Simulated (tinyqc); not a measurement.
# Body thickness for a wanted scale length

Inverse problem. A double-gate structure has tan(pi ti/Lambda) tan(pi ts/(2 Lambda)) = ei/eps_r, both angles below pi/2. Find ts.

Values chosen for this exercise; permittivities: semiconductor close to that of germanium, insulator close to that of zirconium oxide:

| symbol | value | unit | meaning |
|---|---|---|---|
| eps_r | 15.7 |  | relative permittivity of the semiconductor |
| ei | 23.9 |  | relative permittivity of the insulator |
| ti | 6.8 | nm | insulator thickness |

Lambda = 19.143913 nm

Answer. The condition is explicit in ts: an arctangent, taken between 0 and pi/2.

ts = 7.80 nm

Program tinyqc, `OMP_NUM_THREADS=1 python tinyqc.py 2420018 2420019 out.jsonl`; Intel Xeon 2.30GHz, shared host, one thread, about 0.01 s.
